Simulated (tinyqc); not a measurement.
Vacancy excess varied: nucleation and growth of vacancy voids in a cooling silicon-like crystal. Computed by tinyqc, a small Python program. Command: `OMP_NUM_THREADS=1 python tinyqc.py 3009625 3009626 out.jsonl voids walk`. One thread of a shared host (Intel(R) Xeon(R) Processor @ 2.30GHz), about 0.7 s of CPU time with the checks.

Spherical voids; vacancies are lost only to voids.

Inputs (values chosen for the exercise, close to those used for silicon):
```
quantity                                    value    unit
vacancy density at the melting point C_m  4.8e+14  1/cm^3
formation energy E_f                         4.28      eV
melting point T_m                            1685       K
diffusion prefactor D0                     0.0015  cm^2/s
migration energy E_m                         0.47      eV
site density rho                            5e+22  1/cm^3
void surface energy gamma                   0.924   J/m^2
cooling rate q                                3.4   K/min
ratio (V/G)/xi_c                             2.15       -
limit of the excess at high V/G           1.1e+14  1/cm^3
temperature step                            0.125       K
```

Vacancy supply: from V/G.

Constants: k_B = 8.617333262e-05 eV/K; k_B = 1.380649e-23 J/K.

Method:
- C = C_x (u - 1)/(u + 0.2) with u = (V/G)/xi_c, a form chosen for the exercise.
- C_e = C_m exp[-(E_f/k_B)(1/T - 1/T_m)]; D = D0 exp(-E_m/(k_B T)); f = k_B T ln(C/C_e); r* = 2 gamma/(rho f); W* = 16 pi gamma^3/(3 rho^2 f^2); Z = f/sqrt(12 pi W* k_B T); I = rho Z (4 pi r* D C) exp(-W*/(k_B T)).
- March down from 1500 K in steps dT, dt = dT/q, with values at the upper end of each step: a class of I dt voids is born with r*; then all classes grow by r^2 += 2 D (C - C_e) dt/rho; C falls by the vacancies added to voids. Stop at 1150 K. T_n is the T of the largest I, N the final count (classes under 1e-6 /cm^3 are dropped), and the mean radius the number average.

initial excess C = 5.38298e+13 1/cm^3

At fixed q:
```
C (1/cm^3)   T_n (K)  N (1/cm^3)  mean radius (nm)
2.20e+13    1345.875  7.3394e+06            24.048
3.20e+13    1364.125  5.5501e+06            29.922
5.40e+13    1390.250  3.7575e+06            40.596
8.60e+13    1414.250  2.6566e+06            53.244
1.30e+14    1436.000  1.9532e+06            67.734
```

What does the comparison show, and why?

More vacancies nucleate earlier (T_n rises by 90 K) and give fewer, larger voids: N goes as C^-0.75 and the radius as C^0.58, steeper than the -1/2 and +1/2 of the scaling argument at fixed D, because D rises with T_n.

Extremes, crossings and ranges named in words are read from the listed rows.
